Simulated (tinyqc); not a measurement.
From results back to parameters: two-dimensional electron gas with Rashba and Dresselhaus coupling. Four cases, with inputs chosen for the exercise.

Problem. For pure Rashba coupling above the band crossing, k_outer - k_inner = al m/c with c = hbar^2/2m0, and each branch holds k^2/(4 pi) electrons per area. Beating of Shubnikov-de Haas oscillations gives the two densities; those below come from a hidden al (1e11/cm^2 = 1e-5/angstrom^2).

Constants: hbar^2/2m0 = 3.80998211 eV angstrom^2.

Case 1.

Values chosen (out of a larger set: of the size met in GaN; not measured data): m = 0.236 m0 (mass).

densities (1e11/cm^2): outer 2.937639, inner 2.862361

Case 2.

Values chosen (out of a larger set: of the size met in GaN; not measured data): m = 0.2313 m0 (mass).

densities (1e11/cm^2): outer 1.942547, inner 1.857453

Case 3.

Values chosen (out of a larger set: of the size met in InAs; not measured data): m = 0.0268 m0 (mass).

densities (1e11/cm^2): outer 3.751249, inner 2.948751

Case 4.

Values chosen (out of a larger set: of the size met in InSb; not measured data): m = 0.0145 m0 (mass).

densities (1e11/cm^2): outer 7.224529, inner 6.775471

Find: k_outer, k_inner; al.

Solution. k = sqrt(4 pi n) for each branch, and al = c (k_outer - k_inner)/m.

Case 1.

k_outer, k_inner (1/angstrom): 0.01921  0.01897

al = 0.00400 eV angstrom

Case 2.

k_outer, k_inner (1/angstrom): 0.01562  0.01528

al = 0.00570 eV angstrom

Case 3.

k_outer, k_inner (1/angstrom): 0.02171  0.01925

al = 0.350 eV angstrom

Case 4.

k_outer, k_inner (1/angstrom): 0.03013  0.02918

al = 0.250 eV angstrom

Computed by tinyqc, one run a case: `OMP_NUM_THREADS=1 python tinyqc.py N N+1 out.jsonl` with N = 1450834, 1450930, 1450997, 1451005; one thread of a shared Intel(R) Xeon(R) Processor @ 2.30GHz, about 0.01 s a run at most.
